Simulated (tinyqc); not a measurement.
Isochronal anneals: hydrogen passivation of interface dangling bonds: competing passivation and dissociation with distributed barriers. Computed by tinyqc, a small Python program. Command: `OMP_NUM_THREADS=1 python tinyqc.py 3024465 3024466 out.jsonl passiv walk`. One thread of a shared host (Intel(R) Xeon(R) Processor @ 2.30GHz), about 0.02 s of CPU time with the checks.

P_b + H2 gives P_bH + H at the rate k_f [H2]; P_bH gives P_b + H at the rate k_d. All defects start unpassivated. E_f and E_d are Gaussian and independent.

Inputs (values chosen for the exercise, close to those used for P_b centres at the silicon-oxide interface):

| quantity | value | unit |
|---|---|---|
| passivation prefactor k_f0 | 5.6e-07 | cm^3/s |
| mean passivation barrier E_f | 1.51 | eV |
| spread sigma_f | 0.044 | eV |
| dissociation prefactor k_d0 | 3.2e+12 | 1/s |
| mean dissociation barrier E_d | 2.7 | eV |
| spread sigma_d | 0.058 | eV |
| H2 in the oxide per atm, solubility factor | 1.6e+18 | 1/(cm^3 atm) |
| hydrogen pressure p | 1 | atm |
| anneal time t | 580 | s |

Constants: k_B = 8.617333262e-05 eV/K.

Method:
- [H2] = solubility factor x p; a = k_f0 [H2] exp(-E_f/(k_B T)), d = k_d0 exp(-E_d/(k_B T)). For one pair of barriers the active share is y = [d + a exp(-(a + d) t)]/(a + d).
- Temperatures in kelvin are T(C) + 273.15.
- Average y over both Gaussians with 40 x 40 Gauss-Hermite points.
- Minimise the averaged y over T between 150 and 900 C: find where ln y is equal at T - 0.05 and T + 0.05 C; T is rounded to 0.1 C.

best temperature = 360.6 C

Active share after the time t:

| T (C) | a (1/s) | d (1/s) | single barriers | distributed |
|---|---|---|---|---|
| 200 | 7.3871e-05 | 5.5716e-17 | 9.5806e-01 | 9.3103e-01 |
| 250 | 2.5450e-03 | 3.1235e-14 | 2.2853e-01 | 2.8266e-01 |
| 300 | 4.7282e-02 | 5.8039e-12 | 1.2398e-10 | 1.2711e-03 |
| 350 | 5.4961e-01 | 4.6631e-10 | 8.4843e-10 | 1.0896e-08 |
| 400 | 4.4377e+00 | 1.9527e-08 | 4.4003e-09 | 9.6718e-09 |
| 450 | 2.6842e+01 | 4.8787e-07 | 1.8176e-08 | 3.5963e-08 |
| 500 | 1.2864e+02 | 8.0390e-06 | 6.2492e-08 | 1.1353e-07 |
| 600 | 1.7245e+03 | 8.3346e-04 | 4.8330e-07 | 7.7180e-07 |
| 700 | 1.3560e+04 | 3.3290e-02 | 2.4549e-06 | 3.5784e-06 |
| 800 | 7.2606e+04 | 6.6878e-01 | 9.2109e-06 | 1.2557e-05 |

What does the comparison show, and why?

The distributed share is least at 400 C among these rows, 9.7e-9, and the search puts the optimum at 360.6 C. On the cold side defects with high E_f survive; on the hot side dissociation, with the larger barrier, gains on passivation with an energy E_d - E_f = 1.19 eV. In that row single barriers give 4.4e-9, so the spread raises the floor. Caution: atomic hydrogen, which both passivates and depassivates, and further passivation during cooling are left out. Caution: shares below about 1e-3 in these rows are formal; measured passivation levels off well above them.

Extremes, crossings and ranges named in words are read from the listed rows.
